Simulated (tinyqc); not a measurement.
MOS capacitor with interface traps: C-V stretch-out, conductance peak and subthreshold swing: one step, computed by the program tinyqc. Command: `OMP_NUM_THREADS=1 python tinyqc.py 3009752 3009753 out.jsonl mostraps walk`. One thread of a shared host (Intel(R) Xeon(R) Processor @ 2.30GHz), about 0.01 s of CPU time with the checks.

Energies at the interface are counted from the valence band. psi > 0 means bending towards depletion, so the surface potential is +psi. Boltzmann statistics, full ionisation, no quantum confinement. Traps are neutral when filled up to E_n, with a sharp (zero-temperature) occupation.

Task: Charges at the given band bending. With u = psi/k_B T and r = (n_i/N)^2: F = sqrt(exp(-u) + u - 1 + r (exp(u) - u - 1)); Q_s = -sign(u) sqrt(2) eps_s eps_0 (k_B T/e) F/L_D; C_s = (eps_s eps_0/(sqrt(2) L_D)) |1 - exp(-u) + r (exp(u) - 1)|/F; at high frequency, below strong inversion, the terms in r are dropped. D(E) = D_0 + D_1 [exp(-E/w) + exp(-(E_g - E)/w)]. E_F at the interface is E_s = E_F + psi; Q_it = -e int from E_n to E_s of D(E) dE; C_it = e D(E_s) (per volt); V_G = phi_ms + psi - (Q_s + Q_it + e N_f)/C_ox.

Inputs (values chosen for the exercise, modelled on InP, with an insulator like Si3N4):
```
quantity,value,unit
gap E_g,1.36,eV
dielectric constant eps_s,12.9,-
doping N,1.8e+15,cm^-3
work-function difference phi_ms,0.42,V
fixed charge N_f,-1.3e+10,cm^-2
trap density D_0,1e+11,cm^-2 eV^-1
neutrality level E_n,0.582,eV
band bending towards depletion psi,0.73,V
temperature T,400,K
edge density D_1,3.7e+12,cm^-2 eV^-1
tail width w,0.065,eV
```

Substrate: p-type. Trap spectrum: U-shaped.

k_B T = 0.03446933 eV

n_i = 1.091378e+10 cm^-3

Debye length L_D = 116.8407 nm

bulk E_F = 0.3181595 eV

C_ox = 0.4931102 microF/cm^2

Constants: eps_0 = 8.8541878128e-12 F/m; e = 1.602176634e-19 C.

Give: E_s; Q_s; C_s; C_s at high frequency; D(E_s); Q_it; C_it; gate voltage V_G.

Result:

E_s = 1.048 eV

Q_s = -0.02144 microC/cm^2

C_s = 0.01626 microF/cm^2

C_s at high frequency = 0.01539 microF/cm^2

D(E_s) = 1.305e+11 cm^-2 eV^-1

Q_it = -0.007791 microC/cm^2

C_it = 0.02091 microF/cm^2

gate voltage V_G = 1.213 V

The traps hold negative charge because E_s lies above E_n.
